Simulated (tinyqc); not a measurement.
Three-band (Emery) model of a CuO2 plane downfolded to one band: one step. Exact levels. Two cases, with inputs chosen for the exercise.

Problem. Diagonalise.

Case 1.

H (eV), lower triangle:
```
            d         px         py
d           0
px   2.744300  -3.400000
py  -2.626132  -1.884076  -3.400000
```

Case 2.

H (eV), lower triangle:
```
            d         px         py
d           0
px   1.596317  -1.600000
py  -1.483896  -0.399415  -1.600000
```

Give: levels; weights of the top band.

Solution.

Case 1.

levels (eV): -5.2888  -4.6261  3.1149

weights of the top band: d 0.5979, px 0.2059, py 0.1962

Case 2.

levels (eV): -2.8622  -1.9978  1.6600

weights of the top band: d 0.6328, px 0.1940, py 0.1731

Computed by tinyqc, one run a case: `OMP_NUM_THREADS=1 python tinyqc.py N N+1 out.jsonl` with N = 1482624, 1482840; one thread of a shared Intel(R) Xeon(R) Processor @ 2.30GHz, about 0.06 s a run at most.
